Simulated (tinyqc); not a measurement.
What moves the results: finite square well with mass mismatch (envelope functions). A value that a table varies takes the place of the one given here.

A square well of width L and depth V0, mass mw inside and mb outside, energies from the bottom of the well, c = hbar^2/2m0. k = sqrt(mw E/c), kappa = sqrt(mb (V0 - E)/c). psi and psi'/m are continuous at the walls (BenDaniel-Duke), so level n solves k L + 2 atan[(k/mw)/(kappa/mb)] = n pi.

Non-parabolic bands: mw is replaced by mw (1 + alpha_w E) and mb by mb (1 - alpha_b (V0 - E)), in k, kappa and the matching condition alike.

Constants: hbar^2/2m0 = 3.80998211 eV angstrom^2.

Inputs chosen for the exercise (near those of the heavy valleys of a Si film in SiO2; the results hold for these values, not for the real material):
```
symbol   value                        unit      meaning
V0       3.141                        eV        barrier height
mw       0.932                        m0        mass in the well
mb       0.477                        m0        mass in the barrier
Ls       (8, 11, 16, 22, 31, 43, 60)  angstrom  widths
L        49                           angstrom  well width
alpha_w  0.51                         1/eV      non-parabolicity in the well
alpha_b  0.16                         1/eV      non-parabolicity in the barrier
```

## Width of the well

Levels against L, beside the infinite well E1(hard) = c (pi/L)^2/mw; Pb is the probability of level 1 in the barriers; a dash marks an unbound level.

Levels:
```
L (angstrom)  bound levels  E1 (eV)  E2 (eV)  E1(hard) (eV)     Pb
8                        3   0.4278   1.6085         0.6304  0.026
11                       4   0.2511   0.9798         0.3334  0.011
16                       5   0.1294   0.5135         0.1576  0.004
22                       7   0.0722   0.2877         0.0834  0.002
31                       9   0.0379   0.1513         0.0420  0.001
43                      12   0.0203   0.0810         0.0218  0.000
60                      17   0.0106   0.0425         0.0112  0.000
```

What does this show, and why?

The infinite well overestimates E1 by a factor 1.47 at 8 angstrom and 1.06 at 60 angstrom. The local exponent d ln E1/d ln L goes from -1.67 (first two rows) to -1.94 (last two), towards the -2 of hard walls, as Pb falls from 0.026 to 0.000. E2 - E1 is largest at 8 angstrom of the widths listed. Non-parabolicity, which grows with the level, already counts at a few tenths of an eV, and levels above about 0.5 eV lie beyond a parabolic band.

## Levels of description

The same well five ways. mb = mw: the barrier takes the mass of the well. psi' continuous: kappa holds mb but the condition drops the masses, k L + 2 atan(k/kappa) = n pi. The last column is measured against BenDaniel-Duke.

Levels (eV):
```
model                E1      E2      E3  E1 - E1(BDD) (meV)
infinite walls   0.0168  0.0672  0.1512                 1.1
mb = mw          0.0153  0.0614  0.1380                -0.4
BenDaniel-Duke   0.0157  0.0629  0.1415                 0.0
psi' continuous  0.0148  0.0593  0.1334                -0.9
non-parabolic    0.0159  0.0622  0.1352                 0.2
```

What does this show, and why?

Hard walls put E1 1.1 meV too high. Ignoring the mass step moves it by -0.4 meV and the wrong matching by -0.9 meV: with mb/mw = 0.51, continuity of psi'/m lets the slope outside be 0.51 times the slope inside, which acts like a harder wall. Non-parabolicity shifts E1 by +0.2 meV, the balance of a heavier mass in the well, which lowers it, and a lighter mass deep in the barrier, which hardens the wall. Among the finite wells the largest departure in E1 is that of the model 'psi' continuous'.

## What each parameter does

Parabolic bands. Pb is the probability of level 1 in the barriers, (A^2/kappa)/(A^2/kappa + L/2 + sin(kL)/(2k)) with A = cos(kL/2). Each row changes one parameter from the base and keeps the others.

Results:
```
case             E1 (eV)  bound levels      Pb  V0 - E1 (eV)
base              0.0157            14  0.0002        3.1253
L = 54 angstrom   0.0130            16  0.0001        3.1280
V0 = 3.612 eV     0.0158            15  0.0001        3.5962
mw = 0.8388 m0    0.0174            13  0.0002        3.1236
mb = 0.3816 m0    0.0158            14  0.0001        3.1252
```

How do the results move?

The largest shifts from the base row, up to three for each result and ties (the steps differ in size, so this ranks the rows, not the parameters). E1 (eV): L -0.0027, mw +0.0016, mb +0.0001, V0 +0.0001. bound levels: L +2, V0 +1, mw -1; unchanged at the printed digits by mb. Pb: L -0.0000, V0 -0.0000, mb -0.0000; unchanged at the printed digits by mw. V0 - E1 (eV): V0 +0.4709, L +0.0027, mw -0.0016.

Program tinyqc; command `OMP_NUM_THREADS=1 python tinyqc.py 1282277 1282278 out.jsonl`; about 0.01 s on one thread of a shared Intel(R) Xeon(R) Processor @ 2.30GHz.
